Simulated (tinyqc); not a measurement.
Jacobi rotations on a symmetric matrix, step by step. Computed by tinyqc, a small Python program that keeps every step. Settings: method = jacobi. Command: `OMP_NUM_THREADS=1 python tinyqc.py 22605 22606 out.jsonl` (the two numbers bound the seeds that draw the settings). One thread of a shared host (Intel(R) Xeon(R) Processor @ 2.60GHz), about 0.01 s of CPU time with the checks.

## Jacobi rotation 1

A:
```
         1        2        3       4
1   0.5130  -0.0460  -0.2840  0.0670
2  -0.0460   3.0850  -0.2980  0.4240
3  -0.2840  -0.2980   3.7820  0.6440
4   0.0670   0.4240   0.6440  5.2370
```

Take the largest off-diagonal element A_pq; tan 2 theta = 2 A_pq / (A_qq - A_pp) with |theta| <= pi/4; A' = J^T A J with J_pp = J_qq = cos, J_pq = sin, J_qp = -sin.

p, q, theta (rad): 3.0000  4.0000  0.3623

A':
```
         1        2        3        4
1   0.5130  -0.0460  -0.2893  -0.0380
2  -0.0460   3.0850  -0.4289   0.2909
3  -0.2893  -0.4289   3.5379   0.0000
4  -0.0380   0.2909   0.0000   5.4811
```

## Jacobi rotation 2

As before.

p, q, theta (rad): 2.0000  3.0000  -0.5425

A':
```
         1        2        3        4
1   0.5130  -0.1888  -0.2240  -0.0380
2  -0.1888   2.8264   0.0000   0.2491
3  -0.2240   0.0000   3.7965  -0.1502
4  -0.0380   0.2491  -0.1502   5.4811
```

## All rotations

The off-diagonal norm falls at every rotation.

Rotations:
```
step  p  q      theta  off-diagonal norm
1     3  4     0.3623           8.44e-01
2     2  3    -0.5425           5.86e-01
3     2  4     0.0928           4.69e-01
4     1  3    -0.0678           3.45e-01
5     1  2    -0.0787           2.29e-01
6     3  4    -0.0851           9.96e-02
7     1  4    -0.0129           3.82e-02
8     2  3     0.0271           6.38e-03
9     1  3    -0.0010           4.09e-03
10    2  4     0.0011           2.54e-04
11    1  2   5.62e-05           1.74e-04
12    3  4   7.16e-05           5.37e-07
13    1  4   5.34e-08           3.80e-07
14    2  3  -2.73e-07           8.27e-12
```

eigenvalues: 0.4825  2.8170  3.8000  5.5175
